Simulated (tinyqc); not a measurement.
Velocity overshoot from momentum and energy balance equations after a field step: one step, computed by the program tinyqc. Command: `OMP_NUM_THREADS=1 python tinyqc.py 3001012 3001013 out.jsonl overshoot walk`. One thread of a shared host (Intel(R) Xeon(R) Processor @ 2.30GHz), about 0.01 s of CPU time with the checks.

At t = 0 the field jumps from 0 to F in a uniform sample. v is the drift velocity and u = w - (3/2) k_B T the excess energy per carrier.

Task: Constants and steady state. dv/dt = e F/m - v/tau_m(u), du/dt = e F v - u/tau_E, tau_m(u) = tau_0/(1 + c u), tau_0 = m mu_0/e, c = mu_0/(e tau_E v_s^2); this choice gives the steady state v (1 + mu_0 F v/v_s^2) = mu_0 F, which saturates at v_s. Steady velocity v = 2 mu_0 F/(1 + sqrt(1 + 4 (mu_0 F/v_s)^2)); u = e F v tau_E; carrier temperature T + 2u/(3 k_B), neglecting the drift energy m v^2/2.

Inputs (values chosen for the exercise, modelled on electrons in GaN except for tau_E): effective mass m = 0.21 m_0; low-field mobility mu_0 = 1200 cm^2/(V s); saturation velocity v_s = 1.9 1e7 cm/s; energy relaxation time tau_E = 0.83 ps; field after the step F = 15 kV/cm; lattice temperature T = 300 K.

Scheme: implicit in the damping.

Constants: m_0 = 9.1093837015e-31 kg; e = 1.602176634e-19 C; k_B = 8.617333262e-05 eV/K.

Give: tau_0; c; acceleration e F/m; steady velocity; steady excess energy; steady carrier temperature.

Result:

tau_0 = 143.28 fs

c = 4.0049 1/eV

acceleration e F/m = 0.012563 1e7 cm/s per fs

steady velocity = 1.1456 1e7 cm/s

steady excess energy = 0.14263 eV

steady carrier temperature = 1403.4 K

tau_E/tau_0 = 5.79, and in the steady state tau_m has shrunk to 91.2 fs.
